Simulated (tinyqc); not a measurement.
Current crowding under a contact, resistor ladder against the transmission-line model: two steps of the calculation.

A metal contact of length d and width W on a thin layer of the same width. The metal has no resistance, the sheet resistance under it equals Rsh, and current enters the layer at the front edge x = 0.

Parameters, values chosen for the exercise: sheet resistance of the semiconductor layer Rsh = 3500 ohm/sq; specific contact resistivity rc = 2.4e-9 ohm cm^2; contact length d = 0.0035 um; contact width W = 0.14 um; cells n = 9; current I = 0.5 mA.

Task 1. Voltages and the share of the current. Cut the contact into n cells of length hc = d/n. Neighbouring cell centres are joined by a = W/(Rsh hc), each centre joins the metal (0 V) by g = W hc/rc, and I enters cell 1 through half a cell: -a v_(i-1) + b_i v_i - a v_(i+1) = I for i = 1 and 0 otherwise, b_i = g + 2 a (g + a at both ends). Rc = v_1/I + 1/(2 a). Cell i passes g v_i to the metal.

a = 0.10285714 S
g = 2.2685185e-4 S

| cell | b_i (S) |
|---|---|
| 1 | 0.10308399 |
| 2 | 0.20594114 |
| 3 | 0.20594114 |
| 4 | 0.20594114 |
| 5 | 0.20594114 |
| 6 | 0.20594114 |
| 7 | 0.20594114 |
| 8 | 0.20594114 |
| 9 | 0.10308399 |

Find: v_i; share of the current; Rc of the ladder.

Result 1.

| cell | v_i (1e2 mV) | share of the current (%) |
|---|---|---|
| 1 | 2.57 | 11.7 |
| 2 | 2.53 | 11.5 |
| 3 | 2.49 | 11.3 |
| 4 | 2.46 | 11.1 |
| 5 | 2.43 | 11.0 |
| 6 | 2.41 | 10.9 |
| 7 | 2.39 | 10.9 |
| 8 | 2.38 | 10.8 |
| 9 | 2.38 | 10.8 |

Rc of the ladder = 519 ohm

The first cell passes 11.7 % of the current and the last 10.8 %; an even spread would give 11.1 % each.

Task 2. The transmission-line result. Transfer length Lt = sqrt(rc/Rsh); front resistance Rc = (Rsh Lt/W) coth(d/Lt); end resistance Re = (Rsh Lt/W)/sinh(d/Lt). v(x) = I (Rsh Lt/W) cosh((d - x)/Lt)/sinh(d/Lt) at the cell centres x = (i - 1/2) d/n.

Wanted: Lt; Rc; Re; v(x).

Result 2.

Lt = 0.0082808 um
Rc = 518.62 ohm
Re = 475.51 ohm

| cell | v(x) (mV) |
|---|---|
| 1 | 256.95 |
| 2 | 252.66 |
| 3 | 248.92 |
| 4 | 245.73 |
| 5 | 243.08 |
| 6 | 240.97 |
| 7 | 239.40 |
| 8 | 238.35 |
| 9 | 237.82 |

The ladder's Rc is 0.036 % above this value, with cells 0.047 Lt long.

Range of the model: Lt is below 20 nm, near the thickness of a real layer, where current spreads in depth and the line model fails.

tinyqc, about 0.01 s, one thread, Intel Xeon 2.30GHz (shared host): `OMP_NUM_THREADS=1 python tinyqc.py 2760162 2760163 out.jsonl`
